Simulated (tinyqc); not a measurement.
# Changing the substrate thickness t_S

Model: elastic strain and critical thickness of a cubic alloy layer A(1-x)B(x) on a thick substrate. Computed by tinyqc, a small Python program. Command: `OMP_NUM_THREADS=1 python tinyqc.py 3004585 3004586 out.jsonl misfit sweep`. One thread of a shared host (Intel(R) Xeon(R) Processor @ 2.30GHz), about 0.01 s of CPU time with the checks.

Strain is positive in tension. The layer is coherent with the substrate unless said otherwise.

Inputs (values chosen for the exercise, for a model alloy):

| quantity | value | unit |
|---|---|---|
| fraction x of B | 0.31 | - |
| lattice constant a_A | 5.653 | angstrom |
| lattice constant a_B | 5.451 | angstrom |
| substrate lattice constant a_S | 5.652 | angstrom |
| layer thickness h | 4.4 | nm |
| biaxial modulus of the substrate M_S | 123 | GPa |
| wafer diameter W | 200 | mm |

Growth plane: (111).

C11, C12, C44 of A (GPa): 129.2  50.97  54.28

C11, C12, C44 of B (GPa): 144.7  65.78  71.39

Method:
- a = (1 - x) a_A + x a_B, the same rule for each C_ij; misfit f = (a_S - a)/a, the in-plane strain of the coherent layer.
- (111): D = 2 (C11 + 2 C12 - 2 C44)/(C11 + 2 C12 + 4 C44), M = 6 C44 (C11 + 2 C12)/(C11 + 2 C12 + 4 C44). The free surface carries no normal stress, so e_perp = -D f; dV/V = 2 f + e_perp; stress = M f; energy per area = M f^2 h (1 GPa nm = 1 J/m^2).
- Stoney: curvature = 6 |stress| h/(M_S t_S^2); radius = 1/curvature; bow = curvature W^2/8.

One run for each value:

| substrate thickness t_S (micrometre) | curvature (1/m) | radius of curvature (m) | bow (micrometre) |
|---|---|---|---|
| 100 | 0.04288 | 23 | 214.4 |
| 150 | 0.01906 | 52 | 95.3 |
| 220 | 0.00886 | 113 | 44.3 |
| 320 | 0.00419 | 239 | 20.9 |
| 460 | 0.00203 | 493 | 10.1 |
| 680 | 0.00093 | 1078 | 4.6 |
| 1000 | 0.00043 | 2332 | 2.1 |

Over the rows, curvature (1/m) falls from 0.0429 to 4.29e-4 (exponent d ln y / d ln x about -2.0 throughout); radius of curvature (m) rises from 23.3 to 2330 (exponent d ln y / d ln x about 2.0 throughout); bow (micrometre) falls from 214 to 2.14 (exponent d ln y / d ln x about -2.0 throughout). The exponent of curvature stays at -2: the bending stiffness grows as t^3 and the lever arm as t.

Caution (all rows): M_S is near the value for a (001) wafer; a (111) wafer is stiffer and bends less. Caution (rows 100, 150, 220): a bow above a fifth of the wafer thickness is beyond Stoney's small-deflection limit.
